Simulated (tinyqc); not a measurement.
The decay curve: photoconductance decay in a wafer: bulk and surface recombination modes, and iron detection by pair splitting. Computed by tinyqc, a small Python program. Command: `OMP_NUM_THREADS=1 python tinyqc.py 3112420 3112421 out.jsonl pcd walk`. One thread of a shared host (Intel(R) Xeon(R) Processor @ 2.30GHz), about 0.01 s of CPU time with the checks.

Both faces of the wafer have the same S; injection is low and all coefficients are constant. x runs from -W/2 to W/2.

Inputs (values chosen for the exercise, modelled on p-type silicon): thickness W = 525 micrometre; diffusivity D = 25.1 cm^2/s; bulk lifetime tau_b without iron = 120 microsecond; surface recombination velocity S = 28 cm/s; absorption coefficient alpha = 1500 1/cm.

Method:
- Even modes cos(a x) obey b tan b = S W/(2 D) with b = a W/2, odd modes sin(a x) obey -b cot b = S W/(2 D); each decays at the rate 1/tau_b + D a^2.
- tau_eff is the decay time of the first mode. The surface time is 1/(D a^2) of that mode; shortcuts for it are W/(2 S), W^2/(pi^2 D) and their sum, whose error is sum/surface time - 1.
- Light from one face makes n(x, 0) proportional to exp(-alpha (x + W/2)). Only even modes carry the thickness average: weight c_n = [sin b/b] int n cos(a x) dx / (int cos^2(a x) dx x mean n), with int exp(-alpha (x + W/2)) cos(a x) dx = [alpha cos b (1 - E) + a sin b (1 + E)]/(alpha^2 + a^2), E = exp(-alpha W), and int cos^2 = W/2 + sin(2 b)/(2 a).
- Mean density = sum_n c_n exp(-t/tau_n) over 60 modes; the local decay time is -1/(d ln n/dt).

W^2/(pi^2 D) = 11.1262 microsecond

tau_eff = 106.500 microsecond

Decay:
```
t / (W^2/(pi^2 D))  t (microsecond)  mean density/start  local decay time (microsecond)
0.02                          0.223             0.99581                           67.72
0.05                          0.556             0.99137                           80.09
0.10                          1.113             0.98490                           88.59
0.20                          2.225             0.97315                           95.90
0.50                          5.563             0.94132                          103.34
1.00                         11.126             0.89280                          106.07
2.00                         22.252             0.80415                          106.49
```

What follows from these numbers?

The local decay time goes from 67.7 to 106 microsecond against tau_eff = 107. Early on higher modes speed the decay, so a fit must start late.
